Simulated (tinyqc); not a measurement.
Cabrera-Mott growth of a thin oxide under its own electric field: one step, computed by the program tinyqc.

Electrons cross the film freely and set a fixed potential V across it; the field V/x lowers the barrier for ions entering the oxide.

Question. Limiting thickness. Growth counts as stopped when u exp(X1/x) falls to 1e-5 angstrom/s: x_L = X1/ln(1e-5/u), defined while u is below that rate; the critical temperature is T_c = W/(k_B ln(u0/1e-5)).

Inputs (values chosen for the exercise, for a model metal): barrier W = 1.5 eV; prefactor u0 = N Omega nu = 4e+12 angstrom/s; temperature T = 550 K.

Backward hops: ignored.

u = 0.07197976 angstrom/s

Constants: k_B = 8.617333262e-05 eV/K.

Give: limiting thickness x_L; critical temperature T_c.

Answer.

Limiting thickness x_L: none: u exceeds the rate

critical temperature T_c = 429.5 K
